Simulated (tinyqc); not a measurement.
# Mass and degeneracy from charge and saturation current

Problem. At high drain voltage only states moving towards the drain are filled: n = (N0/2) F_0(eta), N0 = gv m kB T/(pi hbar^2), F_0(x) = ln(1 + exp x), and I = q (N0/2) vT F_(1/2)(eta) per width, vT = sqrt(2 kB T/(pi m)), F_(1/2)(x) = (2/sqrt(pi)) int_0^infinity u^(1/2)/(1 + exp(u - x)) du. Find eta and m.

Inputs (values chosen for the exercise):

| symbol | value | unit | meaning |
|---|---|---|---|
| T | 350 | K | temperature |
| gv | 2 |  | valley degeneracy |

Constants: q = 1.602176634e-19 C, kB = 1.380649e-23 J/K, hbar = 1.054571817e-34 J s, m0 = 9.1093837015e-31 kg. Results are converted to the units shown.

n = 4.0713369e13 cm^-2
I = 10741.720 uA/um

Answer. The mass drops out of I^2/(q^2 n) = gv (kB T)^2 F_(1/2)^2/(pi^2 hbar^2 F_0), which rises with eta and so fixes it; n then gives m.

eta = 6.58
m = 0.491 m0

tinyqc, about 0.02 s, one thread, Intel Xeon 2.30GHz (shared host): `OMP_NUM_THREADS=1 python tinyqc.py 2400172 2400173 out.jsonl`
